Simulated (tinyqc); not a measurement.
Width of the inclusion: polytypes by hexagonality, and a cubic inclusion as a quantum well.

Gap: E3 + (E2 - E3) h. Valence top Ev2 h and polarisation P2 h, both counted from 3C; Ec = Ev + gap.

A cubic inclusion of width L = N d in the host (h = 1) is a well of depth V = Ec(host) - Ec(3C). Square well with mass mismatch: k tan(k L/2) = (m_w/m_b) q, k = sqrt(m_w E/c), q = sqrt(m_b (V - E)/c), c = hbar^2/2m0, lowest root. The depth of the level, V - E, is its binding, and the transition to the valence top of the host is gap(host) - (V - E). The step in polarisation gives a field |F| = |P|/(eps eps0) in a thin inclusion, eps0 = 8.8541878e-12 F/m.

Constants: hbar^2/2m0 = 3.80998211 eV angstrom^2.

Values chosen for the exercise (of the order of those of InP; not measured data):
- E3 = 1.412 eV (gap of the cubic polytype)
- E2 = 1.48 eV (gap of 2H)
- Ev2 = 0.046 eV (valence top of 2H above that of 3C)
- P2 = -0.0017 C/m^2 (spontaneous polarisation of 2H)
- m = (0.08, 0.078) m0 (electron mass along c in the cubic layer and in the host)
- d = 3.387 angstrom (thickness of a double layer)
- eps = 12.8 (dielectric constant)

Without the field: square well. With it, the potential inside is |F| (z - L/2), the host conduction edge lies at V - |F| L/2 on one side and V + |F| L/2 on the other, and the lowest level E_F is found by finite differences (step 0.25 angstrom, wide box, good to about 1 meV). Holes sit in the host on the high side, so the transition is gap(host) - V + E_F - |F| L/2. A dash: bound by less than 2 meV or not at all.

Results:
```
N   L (angstrom)  depth (eV)  transition (eV)  depth below the low side, with field (eV)  transition with field (eV)
2           6.77       0.003            1.477                                          -                           -
4          13.55       0.011            1.469                                      0.003                       1.457
6          20.32       0.021            1.459                                      0.009                       1.441
10         33.87       0.042            1.438                                      0.021                       1.409
15         50.80       0.062            1.418                                      0.030                       1.373
20         67.74       0.076            1.404                                      0.035                       1.343
30        101.61       0.091            1.389                                      0.037                       1.290
```

How do the results move, and what explains it?

The square well binds a level even at N = 2 (3 meV), as any symmetric one-dimensional well does; the depth grows to 91 of 114 meV, and the transition tends to E3 - Ev(host) = 1.366 eV. With the field the level is bound by 2 meV or more for N = 4, 6, 10, 15, 20 and 30, and the transition is lowered by 13 meV at N = 4 and 99 meV at N = 30, where |F| L/2 = 76 meV. Free carriers or surface charge screen the field and the step between the two sides; with the field removed every row returns to its square-well depth, and the attraction to the hole, left out here, binds the electron further.

Computed by tinyqc, a small Python program: `OMP_NUM_THREADS=1 python tinyqc.py 1880886 1880887 out.jsonl` (the numbers bound the seed that draws the inputs); one thread of a shared host (Intel(R) Xeon(R) Processor @ 2.30GHz), about 0.04 s for the whole set of steps.
